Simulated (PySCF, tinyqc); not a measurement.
Inside a calculation. Method: CISD on RHF in the sto-3g basis, for H3+, spin multiplicity 1. The lowest restricted solution is unstable here: a spin-polarised one lies 0.0063 hartree lower (PySCF). Computed by tinyqc, a small Python program that keeps every step (integrals from PySCF). Settings: charge = 1, multiplicity = 1, basis = sto-3g, method = RHF, energy threshold = 1e-10, iteration cap = 88, orthogonalisation = symmetric, start = Wolfsberg-Helmholz matrix, DIIS depth = 6, ci = CISD, davidson = 1. Command: `OMP_NUM_THREADS=1 python tinyqc.py 23544 23545 out.jsonl` (the two numbers bound the seeds that draw the settings). One thread of a shared host (Intel(R) Xeon(R) Processor @ 2.60GHz), about 0.07 s of CPU time with the checks. The early iterations of the SCF are left out here.

## One-electron integrals

Geometry (angstrom):
```
atom         x         y          z
H     0.000000  0.000000   0.000000
H     0.000000  0.000000   1.180000
H     0.000000  0.000000  -1.180000
```

Basis sto-3g: exponents (1/bohr^2) and contraction coefficients of normalised primitives:
```
element  l (shell)  exponent  coefficient
H            s (1)  3.425251     0.154329
H            s (1)  0.623914     0.535328
H            s (1)  0.168855     0.444635
```

Overlap, kinetic and nuclear-attraction integrals over the contracted functions; the nuclear repulsion is the sum of Za Zb / Rab.

nuclear repulsion = 1.12113816 hartree

overlap S, order 1H 1s, 2H 1s, 3H 1s:
$$\begin{pmatrix}
1.000000 & 0.397180 & 0.397180 \\
0.397180 & 1.000000 & 0.064090 \\
0.397180 & 0.064090 & 1.000000
\end{pmatrix}$$

kinetic energy T (hartree), order 1H 1s, 2H 1s, 3H 1s:
$$\begin{pmatrix}
0.760032 & 0.057379 & 0.057379 \\
0.057379 & 0.760032 & -0.011308 \\
0.057379 & -0.011308 & 0.760032
\end{pmatrix}$$

nuclear attraction V (hartree), order 1H 1s, 2H 1s, 3H 1s:
$$\begin{pmatrix}
-2.109981 & -0.706699 & -0.706699 \\
-0.706699 & -1.892514 & -0.105503 \\
-0.706699 & -0.105503 & -1.892514
\end{pmatrix}$$

core Hamiltonian H = T + V (hartree), order 1H 1s, 2H 1s, 3H 1s:
$$\begin{pmatrix}
-1.349949 & -0.649320 & -0.649320 \\
-0.649320 & -1.132482 & -0.116811 \\
-0.649320 & -0.116811 & -1.132482
\end{pmatrix}$$

## Two-electron integrals

Functions are numbered as in S; the eight-fold symmetry (ij|kl) = (ji|kl) = (kl|ij) leaves the list below.

Two-electron integrals (ij|kl) in chemists' order, unique and non-zero (hartree):
```
(11|11) 0.774606   (21|11) 0.234129   (21|21) 0.096571   (22|11) 0.423438
(22|21) 0.234129   (22|22) 0.774606   (31|11) 0.234129   (31|21) 0.066420
(31|22) 0.119683   (31|31) 0.096571   (32|11) 0.036447   (32|21) 0.012752
(32|22) 0.027334   (32|31) 0.012752   (32|32) 0.002012   (33|11) 0.423438
(33|21) 0.119683   (33|22) 0.224039   (33|31) 0.234129   (33|32) 0.027334
(33|33) 0.774606
```

## Orthogonalisation

S = U s U^T; symmetric (Loewdin) form X = U s^(-1/2) U^T, so that X^T S X = 1.

eigenvalues of S: [0.469434, 0.935910, 1.594656]

X, order 1H 1s, 2H 1s, 3H 1s:
$$\begin{pmatrix}
1.144725 & -0.235662 & -0.235662 \\
-0.235662 & 1.070185 & 0.036513 \\
-0.235662 & 0.036513 & 1.070185
\end{pmatrix}$$

## Starting guess

The start is the generalised Wolfsberg-Helmholz matrix (K = 1.75) built on H; D = 2 C_occ C_occ^T.

D at the start, order 1H 1s, 2H 1s, 3H 1s:
$$\begin{pmatrix}
0.822100 & 0.434207 & 0.434207 \\
0.434207 & 0.229335 & 0.229335 \\
0.434207 & 0.229335 & 0.229335
\end{pmatrix}$$

## Iteration 4 (converged): orbitals

converged F (hartree), order 1H 1s, 2H 1s, 3H 1s:
$$\begin{pmatrix}
-0.659235 & -0.507652 & -0.507652 \\
-0.507652 & -0.486809 & -0.173317 \\
-0.507652 & -0.173317 & -0.486809
\end{pmatrix}$$

Diagonalise F' = X^T F X, C = X C', fill 1 alpha and 1 beta electrons from the bottom; D = 2 C_occ C_occ^T. Each column has its largest component positive (the first on a tie).

F' = X^T F X (hartree):
$$\begin{pmatrix}
-0.389387 & -0.349507 & -0.349507 \\
-0.349507 & -0.343548 & -0.008589 \\
-0.349507 & -0.008589 & -0.343548
\end{pmatrix}$$

orbital energies (hartree): MO1 -0.865390, MO2 -0.334959, MO3 0.123866

coefficients C, order 1H 1s, 2H 1s, 3H 1s:
$$\begin{pmatrix}
0.593359 & 0.000000 & 1.034115 \\
0.373085 & 0.730917 & -0.727141 \\
0.373085 & -0.730917 & -0.727141
\end{pmatrix}$$

D after iteration 4, order 1H 1s, 2H 1s, 3H 1s:
$$\begin{pmatrix}
0.704149 & 0.442746 & 0.442746 \\
0.442746 & 0.278384 & 0.278384 \\
0.442746 & 0.278384 & 0.278384
\end{pmatrix}$$

## Convergence

Stop when the energy changes by less than 1e-10 hartree and every element of the error matrix X^T (F D S - S D F) X is below 3e-06.

Course of the cycle:
```
iteration  E (hartree)     change  largest element of the error matrix
1          -1.13844435          -                             5.78e-02
2          -1.14223457  -3.79e-03                             6.61e-03
3          -1.14228446  -4.99e-05                             6.25e-06
4          -1.14228446  -3.61e-11                             2.72e-06
```

PySCF RHF in the same basis = -1.14228446 hartree

Converged in 4 iterations.

## Populations, bond orders and dipole

Mulliken: Z minus the diagonal of D S on the atom; Loewdin: the same with S^(1/2) D S^(1/2); Mayer order: 2 sum_s sum (D(s) S)_ij (D(s) S)_ji over the two atoms.

Charges (e):
```
atom   Mulliken    Loewdin
1H    -0.055849  -0.037654
2H     0.527924   0.518827
3H     0.527924   0.518827
```

Mayer bond orders:
```
pair     order
2-1   0.498440
3-1   0.498440
3-2   0.222855
```

dipole moment about the origin, x y z (debye): [0.000000, 0.000000, 0.000000]

## Integrals over molecular orbitals

(pq|rs) = sum C_ip C_jq C_kr C_ls (ij|kl), one index at a time.

one-electron integrals over orbitals h = C^T H C (hartree):
$$\begin{pmatrix}
-1.398033 & 0.000000 & -0.091226 \\
0.000000 & -1.085223 & 0.000000 \\
-0.091226 & 0.000000 & -0.811696
\end{pmatrix}$$

Two-electron integrals over orbitals (pq|rs), unique and non-zero (hartree):
```
(11|11) 0.532643    (21|21) 0.147365    (22|11) 0.448814    (22|22) 0.509935
(31|11) 0.091226    (31|22) -0.050595   (31|31) 0.142348    (32|21) -0.145403
(32|32) 0.161587    (33|11) 0.538955    (33|22) 0.476536    (33|31) 0.079460
(33|33) 0.572350
```

## CISD: determinants and Hamiltonian

Hartree-Fock energy = -1.14228446 hartree

Slater-Condon rules over spin orbitals, with the nuclear repulsion added and E(HF) subtracted on the diagonal. Only determinants linked to the reference directly or through others are kept (one block of an abelian symmetry group), so some states are absent.

Occupation strings over the orbitals (2 doubly, a alpha, b beta, 0 empty; spin orbitals ordered 1a 1b 2a 2b ...): 200 a0b b0a 020 002

H - E(HF) between determinants (hartree), order 200, a0b, b0a, 020, 002:
$$\begin{pmatrix}
0.000000 & 0.000000 & 0.000000 & 0.147365 & 0.142348 \\
0.000000 & 0.592648 & -0.142348 & -0.145403 & -0.011767 \\
0.000000 & -0.142348 & 0.592648 & 0.145403 & 0.011767 \\
0.147365 & -0.145403 & 0.145403 & 0.602912 & 0.161587 \\
0.142348 & -0.011767 & 0.011767 & 0.161587 & 1.212380
\end{pmatrix}$$

## CISD: roots

Diagonalise (each vector has its largest component positive (the first on a tie)); all determinants have Ms = 0, so triplets appear too. The lowest singlet root is the correlation energy.

lowest roots of this matrix, relative to E(HF) (hartree): [-0.045341, 0.450301, 0.453116, 0.856388, 1.286125]

lowest vectors, order 200, a0b, b0a, 020, 002:
$$\begin{pmatrix}
0.970436 & 0.000000 & 0.194598 & -0.039734 \\
-0.042032 & 0.707107 & 0.395743 & 0.576356 \\
0.042032 & 0.707107 & -0.395743 & -0.576356 \\
-0.218897 & 0.000000 & 0.782630 & -0.504064 \\
-0.082496 & 0.000000 & -0.190778 & 0.282787
\end{pmatrix}$$

<S^2> of these roots: [0.000000, 2.000000, 0.000000, 0.000000, 0.000000]

weight of the ground state by excitation level 0, 1, 2, ...: [0.941745, 0.003533, 0.054722]
